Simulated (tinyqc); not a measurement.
# Via and link resistance from two via chains

Inverse problem. A chain of 1000 vias joined by 1000 metal links has R = 1000 (Rv + Rlink), with Rlink proportional to the link length. Find Rv, Rlink for length L, and the value of Rv that the short chain would give if the links were ignored.

resistance of chains of 1000 links with link lengths L and 3 L (ohm): [55000, 69000]

Solution. R per link is a straight line in the link length; its intercept at zero length is Rv.

Rv = 48.00 ohm
Rlink = 7.000 ohm
Rv without correction = 55.00 ohm

tinyqc, about 0.01 s, one thread, Intel Xeon 2.30GHz (shared host): `OMP_NUM_THREADS=1 python tinyqc.py 2750054 2750055 out.jsonl`
